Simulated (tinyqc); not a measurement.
# Two-diode model of a solar cell: effect of the series resistance

J is the current delivered and Vj = V + J Rs the junction voltage. J = X JL - J01 (exp(Vj/(n1 Vt)) - 1) - J02 (exp(Vj/(2 Vt)) - 1) - Vj/Rp. The photocurrent does not depend on voltage.

Jsc at V = 0, Voc at J = 0, the maximum power point where J (1 + 2 Rs G) = G Vj with G = -dJ/dVj; FF = Vmp Jmp/(Voc Jsc); efficiency Vmp Jmp/(X Pin). Empirical fill factor without parasitics FF0 = (v - ln(v + 0.72))/(v + 1), v = Voc/(n1 Vt).

Parameters, values chosen for the exercise; values of the order met in cells of silicon: temperature T = 300 K; photocurrent at one sun JL = 40.6 mA/cm^2; concentration X = 0.1 suns; saturation current of the first diode J01 = 7.6e-13 A/cm^2; ideality factor of the first diode n1 = 1; shunt resistance Rp = 8000 ohm cm^2; incident power at one sun Pin = 100 mW/cm^2; saturation current of the second diode (ideality 2) J02 = 9e-9 A/cm^2.

Constants: q = 1.602176634e-19 C, kB = 1.380649e-23 J/K, Vt = kB T/q. Results are converted to the units shown.

The same in every row: Voc (V) = 0.5744; FF0 = 0.8220.

Effect of the series resistance:

| Rs (ohm cm^2) | Jsc (mA/cm^2) | Vmp (V) | Jmp (mA/cm^2) | FF | efficiency (%) |
|---|---|---|---|---|---|
| 0 | 4.060 | 0.4909 | 3.745 | 0.7883 | 18.38 |
| 0.05 | 4.060 | 0.4907 | 3.745 | 0.7881 | 18.38 |
| 0.11 | 4.060 | 0.4905 | 3.745 | 0.7877 | 18.37 |
| 0.25 | 4.060 | 0.4901 | 3.744 | 0.7869 | 18.35 |
| 0.55 | 4.060 | 0.4891 | 3.743 | 0.7851 | 18.31 |
| 1.2 | 4.059 | 0.4869 | 3.741 | 0.7813 | 18.22 |
| 2.7 | 4.059 | 0.4820 | 3.736 | 0.7724 | 18.01 |
| 6 | 4.057 | 0.4712 | 3.724 | 0.7530 | 17.55 |

As Rs goes from 0 to 6, Voc stays at 0.574 V, FF falls from 0.788 to 0.753 and the efficiency falls from 18.4 to 17.5 %. Voc does not depend on Rs, since no current flows through it at open circuit; between the first two rows FF drops by 1.06 times rs = Rs Jsc/Voc in relative terms.

Computed by the program tinyqc: `OMP_NUM_THREADS=1 python tinyqc.py 2280037 2280038 out.jsonl`, one thread of a shared Intel Xeon 2.30GHz, about 0.01 s for the whole run.
